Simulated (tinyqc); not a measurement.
Monte Carlo simulation of one carrier in a uniform electric field: one step, computed by the program tinyqc.

The force e F acts along +z. Flights end at the constant total rate Gamma; the part of Gamma that the real rates do not fill is self-scattering, which leaves k unchanged. One valley, no impurities and no intervalley scattering.

Task: Flight 2. Parabolic band: E = hbar^2 k^2/(2 m), speed v = hbar k/m, states per spin, volume and energy g(E) = m k/(2 pi^2 hbar^2). Masses are multiplied by m_0 and all formulas are in SI units. Flight: t = -ln(r1)/Gamma; k_z grows by e F t/hbar; E follows from the band; dz = (E_end - E_start)/(e F). Use row 2 of the random numbers.

Inputs (values chosen for the exercise, for a model polar semiconductor): effective mass m = 0.068 m_0; lattice temperature T = 300 K; electric field F = 0.41 kV/cm.

Crystal: polar. Band: parabolic.

k after event 1, the start of the next flight (1/nm): 0.0274172  -0.1413245  -0.1148854

Random numbers (0.02 to 0.98, from up to 60 sets tried for early real events), one row a flight:
```
       r1      r2      r3      r4
1  0.6110  0.3797  0.7812  0.7818
2  0.9533  0.1156  0.7381  0.9342
3  0.2795  0.8722  0.8566  0.7964
4  0.8802  0.6459  0.9292  0.3677
5  0.6394  0.4575  0.9489  0.1408
6  0.0493  0.4667  0.0750  0.8015
7  0.7851  0.5628  0.4838  0.4537
```

Gamma = 13.39144 1e12/s

Constants: e = 1.602176634e-19 C; hbar = 1.054571817e-34 J s; m_0 = 9.1093837015e-31 kg.

Give: flight time t; k at the end of the flight; energy at the end; displacement dz.

Result:

flight time t = 3.571 fs

k at the end of the flight (1/nm): 0.0274  -0.1413  -0.1147

energy at the end = 18.98 meV

displacement dz = -0.6978 nm
